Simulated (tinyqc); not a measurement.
# Worked calculation: small-signal admittance of a forward-biased p+-n diode

tinyqc, about 0.01 s, one thread, Intel Xeon 2.30GHz (shared host): `OMP_NUM_THREADS=1 python tinyqc.py 2890112 2890113 out.jsonl` Printed values are rounded.

Holes injected into a neutral base of width wb with an ohmic contact at its end; low injection, p0 far above the equilibrium density. A small voltage v exp(i w t), w = 2 pi f, modulates the edge density by p0 v/Vt, and the small-signal density obeys Dp d2p/dx2 = (1/tau + i w) p.

Inputs (values chosen for the exercise); permittivity close to that of gallium arsenide: temperature T = 275 K; relative permittivity eps_r = 12.9; donor density of the base Nd = 7.7e16 cm^-3; hole diffusion coefficient Dp = 8 cm^2/s; hole lifetime tau = 8e-9 s; width of the neutral base wb = 0.48 um; excess hole density at the junction edge p0 = 1.7e14 cm^-3; acceptor density of the p+ side Na = 8e19 cm^-3; signal frequency f = 9.1e7 Hz.

Constants: q = 1.602176634e-19 C, kB = 1.380649e-23 J/K, Vt = kB T/q, eps0 = 8.8541878128e-14 F/cm where lengths are in cm. Results are converted to the units shown.

## Closed-form admittance

L = sqrt(Dp tau); direct current J = (q Dp p0/L) coth(wb/L); k = sqrt(1 + i w tau)/L; diffusion admittance Y = (q Dp p0/Vt) k coth(k wb) = G + i w C_diff; junction capacitance C_j = sqrt(q eps0 eps_r Nd/(2 Vr)) in the depletion approximation, with the remaining barrier Vr = Vt ln(Na/p0), a rough value under forward bias; base-width modulation is left out.

L = 2.529822 um
J = 4.593844 A/cm^2
k wb = 0.3198116+0.2574480i
Y = 193.9664+10.4627i S/cm^2
C_diff = 0.01829872 uF/cm^2
C_j = 0.1508695 uF/cm^2

G is 1.00 times its low-frequency value J/Vt, and C_diff is 0.121 times C_j.

## The same by finite differences

7 equal intervals, h = wb/7; u = small-signal density over its edge value, u_0 = 1, u_7 = 0; u_(i-1) + b u_i + u_(i+1) = 0 with b = -2 - h^2 (1/tau + i w)/Dp; Y = (q Dp p0/(Vt h)) (-b/2 - u_1), which includes the half box at the edge.

b = -2.000735-0.003361i
u, node 1 to 6: [0.8556994-0.0062033i, 0.7120484-0.0095355i, 0.5689525-0.0104818i, 0.4263099-0.0095238i, 0.2840124-0.0071401i, 0.1419477-0.0038071i]
Y on the mesh = 193.9871+10.5712i S/cm^2

Against the closed form the real part is 0.011 % above it and the imaginary part 1.0 % above it; |k h| = 0.059.
